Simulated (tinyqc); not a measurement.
# Frequency dispersion of an accumulation capacitance by border traps, distributed model: two studies

Traps spread evenly through the insulator exchange electrons with the semiconductor by tunnelling, with tau(x) = t0 exp(2 ka x) at depth x from the interface. The admittance per area Y seen at depth x obeys dY/dx = -Y^2/(i w eps0 eox) + q Nb ln(1 + i w tau)/tau, with Y(0) = i w Cs and w = 2 pi f; the gate sees Y(tox) = G + i w C. Working variable y = Y/(i w), in uF/cm^2. Cox = eps0 eox/tox.

Inputs (values chosen for the exercise); permittivity close to that of aluminium oxide:
- eox = 8.41 (relative permittivity of the insulator)
- tox = 9.4 nm (insulator thickness)
- Cs = 5.9 uF/cm^2 (semiconductor capacitance in accumulation)
- Nb = 3.9e19 cm^-3 eV^-1 (density of border traps)
- ka = 3.6 1/nm (decay constant of the wave function in the insulator)
- t0 = 7e-11 s (time constant of a trap at the interface)
- f = 1e5 Hz (frequency)

Constants: q = 1.602176634e-19 C, eps0 = 8.8541878128e-14 F/cm where lengths are in cm. Results are converted to the units shown.

Each table varies one quantity; the others keep the values above.

## Capacitance and loss against frequency

Cox; trap-free value 1/(1/Cox + 1/Cs); response depth d = ln(1/(w t0))/(2 ka), where w tau = 1; lumped estimate: all traps within d act as C_bt = q Nb d placed at d/2, so C = 1/{1/[1/(1/Cs + d/(2 eps0 eox)) + C_bt] + (tox - d/2)/(eps0 eox)}. C and G from a fine integration; dispersion -d C/d log10 f over C, from f times and over 1.1. For a broad spread of time constants G/w is close to -(pi/2) dC/d ln w.

The same in every row: trap-free C (uF/cm^2) = 0.6984.

Result of one run:

| f (Hz) | d (nm) | C (uF/cm^2) | G/w (uF/cm^2) | dispersion (% a decade) | -(pi/2) dC/d ln w (uF/cm^2) | lumped C (uF/cm^2) |
|---|---|---|---|---|---|---|
| 10 | 2.673 | 0.7879 | 0.01267 | 2.355 | 0.01266 | 0.7672 |

What becomes of these results when the frequency f is changed from 10 to 1000 Hz, all else the same?

Result of the changed run:

| f (Hz) | d (nm) | C (uF/cm^2) | G/w (uF/cm^2) | dispersion (% a decade) | -(pi/2) dC/d ln w (uF/cm^2) | lumped C (uF/cm^2) |
|---|---|---|---|---|---|---|
| 1000 | 2.033 | 0.7550 | 0.009873 | 1.916 | 0.009866 | 0.7428 |

The whole series:

| f (Hz) | d (nm) | C (uF/cm^2) | G/w (uF/cm^2) | dispersion (% a decade) | -(pi/2) dC/d ln w (uF/cm^2) | lumped C (uF/cm^2) |
|---|---|---|---|---|---|---|
| 10 | 2.673 | 0.7879 | 0.01267 | 2.355 | 0.01266 | 0.7672 |
| 100 | 2.353 | 0.7704 | 0.01125 | 2.138 | 0.01124 | 0.7545 |
| 1000 | 2.033 | 0.7550 | 0.009873 | 1.916 | 0.009866 | 0.7428 |
| 10000 | 1.713 | 0.7415 | 0.008544 | 1.688 | 0.008537 | 0.7324 |
| 1e5 | 1.393 | 0.7299 | 0.007257 | 1.456 | 0.007250 | 0.7232 |
| 1e6 | 1.073 | 0.7202 | 0.006016 | 1.223 | 0.006008 | 0.7152 |
| 1e7 | 0.7537 | 0.7123 | 0.004831 | 0.9923 | 0.004822 | 0.7086 |

C falls from 0.7879 to 0.7123 uF/cm^2, towards the trap-free 0.6984; each decade of frequency removes ln 10/(2 ka) = 0.320 nm from the response depth. The dispersion falls from 2.36 to 0.992 % a decade and G/w falls from 0.0127 to 0.00483 uF/cm^2. G/w stays at 1.00 times -(pi/2) dC/d ln w, the relation for a broad spread of time constants.

## Effect of the density of border traps

Same model as above.

The same in every row: d (nm) = 1.393; trap-free C (uF/cm^2) = 0.6984.

Effect of the density of border traps:

| Nb (cm^-3 eV^-1) | C (uF/cm^2) | G/w (uF/cm^2) | dispersion (% a decade) | -(pi/2) dC/d ln w (uF/cm^2) | lumped C (uF/cm^2) |
|---|---|---|---|---|---|
| 1e18 | 0.6993 | 2.403e-4 | 0.05018 | 2.394e-4 | 0.6991 |
| 2e18 | 0.7003 | 4.772e-4 | 0.09951 | 4.754e-4 | 0.6999 |
| 6e18 | 0.7039 | 0.001390 | 0.2886 | 0.001386 | 0.7028 |
| 1e19 | 0.7075 | 0.002252 | 0.4653 | 0.002246 | 0.7056 |
| 3e19 | 0.7235 | 0.005906 | 1.195 | 0.005898 | 0.7182 |
| 7e19 | 0.7492 | 0.01090 | 2.133 | 0.01090 | 0.7379 |
| 2e20 | 0.7998 | 0.01787 | 3.274 | 0.01786 | 0.7753 |
| 4e20 | 0.8377 | 0.02092 | 3.654 | 0.02088 | 0.8017 |

What does the table show?

As Nb goes from 1e18 to 4e20, C rises from 0.699 to 0.838 uF/cm^2, the dispersion rises from 0.0502 to 3.65 % a decade and G/w rises from 2.40e-4 to 0.0209 uF/cm^2. The lumped estimate is 0.027 % below C in the first row and 4.3 % below it in the last. The dispersion goes as Nb^(0.99) between the first two rows and Nb^(0.16) between the last two: dense traps near the interface screen those behind them.

Numbers from tinyqc (`OMP_NUM_THREADS=1 python tinyqc.py 2202019 2202020 out.jsonl`; about 0.6 s on one thread of a shared Intel Xeon 2.30GHz).
